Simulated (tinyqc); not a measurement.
Grain-boundary trapping model (Seto) of a polycrystalline semiconductor film: one step, computed by the program tinyqc. Command: `OMP_NUM_THREADS=1 python tinyqc.py 3019926 3019927 out.jsonl poly walk`. One thread of a shared host (Intel(R) Xeon(R) Processor @ 2.30GHz), about 0.01 s of CPU time with the checks.

Grains of equal size L are joined by thin boundaries with one trap level. Trapped carriers deplete a width W on each side and raise a barrier, crossed by thermionic emission. Dopants are fully ionised, statistics are non-degenerate and mu_g does not depend on T.

Problem. Barrier. N_c(T) = N_c (T/300 K)^(3/2). Filled traps Q = Q_t/(1 + (1/2) exp((E_t* - E_F)/k_B T)), where E_t* = e V_B - E_t and E_F are counted from the band edge at the grain centre. Partial depletion: Q = 2 N W, V_B = e N W^2/(2 eps eps_0), E_F = k_B T ln(N/N_c); solve for W. If that W would exceed L/2 the grain is fully depleted: W = L/2, Q = N L, and E_F follows from the trap equation. Centre density n_0 = N_c exp(E_F/k_B T).

Inputs (values chosen for the exercise, modelled on polycrystalline silicon): permittivity eps = 11.7; effective density of states at 300 K, N_c = 2.9e+19 1/cm^3; grain size L = 42 nm; trap density Q_t = 2.2e+12 1/cm^2; trap level E_t below the band edge = 0.21 eV; doping N = 2.1e+18 1/cm^3; temperature T = 250 K.

Grain interior: neglected.

Constants: k_B = 8.617333262e-05 eV/K; e = 1.602176634e-19 C; eps_0 = 8.8541878128e-12 F/m.

Give: depletion width W; barrier V_B; E_F; centre density n_0.

Solution.

depletion width W = 5.2255 nm

barrier V_B = 0.044343 V

E_F = -0.050667 eV

centre density n_0 = 2.10e+18 1/cm^3

The grain is partly depleted; 99.8 % of the traps are filled, and they hold 24.9 % of the carriers.
